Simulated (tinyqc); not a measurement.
Inside a calculation. Model: bandgap voltage reference from two bipolar transistors.

Numbers from tinyqc (`OMP_NUM_THREADS=1 python tinyqc.py 2062169 2062170 out.jsonl`; about 0.02 s on one thread of a shared Intel Xeon 2.30GHz). Printed values are rounded.

Two transistors of area 1 and N carry the same current I. Is(T) = Is (T/T0)^eta exp[(Vg0 q/kB)(1/T0 - 1/T)], VBE1 = Vt ln(I/Is(T)) + I rb, VBE2 = Vt ln(I/(N Is(T))) + I rb/N. The amplifier forces I R1(T) = VBE1 - VBE2 + Vos, with R(T) = R (1 + tc (T - T0)) for both resistors, and the output is Vref = VBE1 + I R2(T). Base currents and the Early effect are neglected.

Parameters, values chosen for the exercise; values of the order met in silicon bipolar transistors: reference temperature T0 = 323 K; band-gap voltage extrapolated to 0 K Vg0 = 1.195 V; temperature exponent of the saturation current eta = 3.2; saturation current of the unit transistor at T0 Is = 4.1e-18 A; area ratio of the second transistor N = 4; resistor across which the difference of VBE falls, at T0 R1 = 8.9 kohm; temperature coefficient of both resistors tc = 0 ppm/K; offset of the amplifier Vos = 0 mV; series resistance of the unit transistor rb = 0 ohm; output resistor at T0 R2 = 118.7 kohm; temperature T = 233 K.

Constants: q = 1.602176634e-19 C, kB = 1.380649e-23 J/K. Results are converted to the units shown.

## Operating point at the reference temperature

Vt = kB T/q; I = (Vt ln N + Vos)/(R1(T) - rb (1 - 1/N)). Evaluate at T = T0.

Vt = 0.0278340 V
I = 4.33552 uA
Is(T) = 4.1e-18 A
VBE1 = 0.770636 V
I R2 = 0.514626 V
Vref = 1.28526 V

## Operating point at another temperature

Vt = kB T/q; I = (Vt ln N + Vos)/(R1(T) - rb (1 - 1/N)).

Vt = 0.0200784 V
I = 3.12748 uA
Is(T) = 9.05116e-26 A
VBE1 = 0.903307 V
I R2 = 0.371232 V
Vref = 1.27454 V

From T0 to T, VBE1 changes by 133 mV and I R2 by -143 mV, which leaves -10.7 mV in Vref.

## Resistor for zero slope at T0, ideal case

With tc = 0, Vos = 0 and rb = 0 the current is proportional to T, dVBE/dT = (VBE - Vg0 - (eta - 1) Vt)/T, and Vref has zero slope at T0 when Vref = Vg0 + (eta - 1) Vt0. Find VBE1, its slope, that Vref, R2/R1 and the curvature d2Vref/dT2 = -(eta - 1) kB/(q T0).

VBE1 = 0.770636 V
dVBE/dT = -1.50340 mV/K
Vref = 1.25623 V
R2/R1 = 12.5848
curvature = -0.586939 uV/K^2
